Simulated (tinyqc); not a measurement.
Inside a calculation: band folding and unfolding in a supercell of a chain. Values are carried at full precision from step to step, so a last printed digit may differ when a step is redone from the rounded ones.

A chain with hopping -t and n = 2 sites a supercell. H(K) has v_j on the diagonal, -t between neighbours and -t exp(2 pi i K) on the bond that closes the cell (from the last site to the first of the next cell). The point K holds the n wave vectors k_m = (K + m)/n of the primitive zone, in 2 pi/a, m = 0 to n - 1, with E0 = -2t cos(2 pi k_m). The unfolding weight of a state c on k_m is |sum_j c_j exp(-2 pi i k_m j)|^2/n, j = 0 to n - 1.

Inputs chosen for the exercise:
- t = 1.94 eV (hopping)
- v = (3.07, 0) eV (site energies in the supercell)
- Kq = 0.19 2 pi/(n a) (wave vector in the small zone)

## Folded levels and Fourier components

List k_m and E0; V_q = (1/n) sum_j v_j exp(-2 pi i q j/n) couples k_m to k_(m+q).

Folded band:

| m | k_m (2 pi/a) | E0 (eV) |
|---|---|---|
| 0 | 0.0950 | -3.2091 |
| 1 | 0.5950 | 3.2091 |

V_0, V_1, ... (eV): 1.5350  1.5350

## Supercell Hamiltonian

Fill in H(K).

H (eV):
```
                 1                2
1           3.0700  -2.6542+1.8038i
2  -2.6542-1.8038i                0
```

## Levels and unfolding weights

Diagonalise and project each state on the k_m.

levels (eV): -2.0223  5.0923

weights:
```
     level 1  level 2
m=0    0.951    0.049
m=1    0.049    0.951
```

Every state keeps 95.1 % on one k; rows and columns each add to one.

## Moments of the spectral function

For each k_m: mean sum_i W E_i and variance sum_i W E_i^2 less the mean squared. The mean must be E0 plus the average of v, and the variance that of v.

Moments:

| m | mean (eV) | variance (eV^2) |
|---|---|---|
| 0 | -1.674 | 2.356 |
| 1 | 4.744 | 2.356 |

The average of v is 1.5350 eV and its variance 2.3562 eV^2: the virtual crystal gives the mean, and the variance is the spread of weight over several levels that it leaves out.

## Checks

- Variance of the spectral function against the variance of v: they agree to 1e-10 or better.
- Levels for v = 0 against the folded band: they agree to 1e-10 or better.

Computed by tinyqc, a small Python program: `OMP_NUM_THREADS=1 python tinyqc.py 1450556 1450557 out.jsonl` (the numbers bound the seed that draws the inputs); one thread of a shared host (Intel(R) Xeon(R) Processor @ 2.30GHz), about 0.01 s for the whole set of steps.
